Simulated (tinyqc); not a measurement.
Energy against coordination: Gupta-type many-body potential for a metal. Computed by tinyqc, a small Python program. Command: `OMP_NUM_THREADS=1 python tinyqc.py 3022943 3022944 out.jsonl gupta walk`. One thread of a shared host (Intel(R) Xeon(R) Processor @ 2.30GHz), about 0.01 s of CPU time with the checks.

E_i = sum_j A exp(-p (r_ij/r0 - 1)) - xi rho_i^gamma, with rho_i = sum_j exp(-2 q (r_ij/r0 - 1)); gamma = 1/2 is the tight-binding second-moment form. The crystal is fcc unless stated; d is the neighbour distance and a fixed number of shells is kept.

Inputs (values chosen for the exercise, for a model metal):
```
quantity                  value      unit
repulsion A               0.307        eV
hopping xi                 1.78        eV
decay p                    10.4         -
decay q                    3.89         -
reference distance r0     2.775  angstrom
embedding exponent gamma    0.6         -
```

Method. Nearest neighbours only, z equal bonds relaxed to their best length: r/r0 = 1 + ln[A p z^(1 - gamma)/(2 q gamma xi)]/(p - 2 q gamma), E = z A exp(-p (r/r0 - 1)) - xi [z exp(-2 q (r/r0 - 1))]^gamma.

Relaxed bonds:
```
z   r (angstrom)  E per atom (eV)  E/z (eV)
1         2.3120          -2.1378   -2.1378
2         2.4462          -2.5854   -1.2927
3         2.5247          -2.8895   -0.9632
4         2.5804          -3.1267   -0.7817
6         2.6589          -3.4944   -0.5824
8         2.7146          -3.7813   -0.4727
9         2.7375          -3.9054   -0.4339
12        2.7932          -4.2260   -0.3522
```

Bonds lengthen from 2.312 to 2.793 angstrom between z = 1 and 12, and |E| grows as z^0.274, the exponent gamma (p - 2q)/(p - 2 q gamma) = 0.274; pair bonds would give z^1 at a fixed length.

Extremes, crossings and ranges named in words are read from the listed rows.
